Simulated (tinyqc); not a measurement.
From results back to parameters: Koster-Slater impurity in an sp3s* host.

Problem. In the Koster-Slater model a defect shifts the s level of its site by Vs and the p levels by Vp; an A1 level solves 1/Vs = G_s(E) and a T2 level 1/Vp = G_p(E), E from the top of the valence band. A defect has an A1 level at E = 0.8819 eV, one of the energies of the table, and a T2 level at 1.4699 eV.

G(E) of the host (1/eV):

| E (eV) | G_s | G_p |
|---|---|---|
| 0.0000 | 0.0444942 | 0.2898023 |
| 0.2940 | 0.0351778 | 0.1960202 |
| 0.5880 | 0.0247510 | 0.1501471 |
| 0.8819 | 0.0122921 | 0.1164082 |
| 1.1759 | -0.0036906 | 0.0881967 |
| 1.4699 | -0.0261670 | 0.0621961 |
| 1.7639 | -0.0624792 | 0.0355429 |
| 2.0579 | -0.1391708 | 0.0036154 |
| 2.3518 | -0.7892043 | -0.0588724 |

Find: Vs, Vp.

Solution. Read G_s and G_p at the two energies and invert them. Vs is repulsive and pushes its level up from the valence bands. Vp is repulsive and pushes its level up from the valence bands.

Vs, Vp (eV): 81.4  16.1

tinyqc: `OMP_NUM_THREADS=1 python tinyqc.py 1480620 1480621 out.jsonl`; about 0.03 s, one thread, shared Intel(R) Xeon(R) Processor @ 2.30GHz.
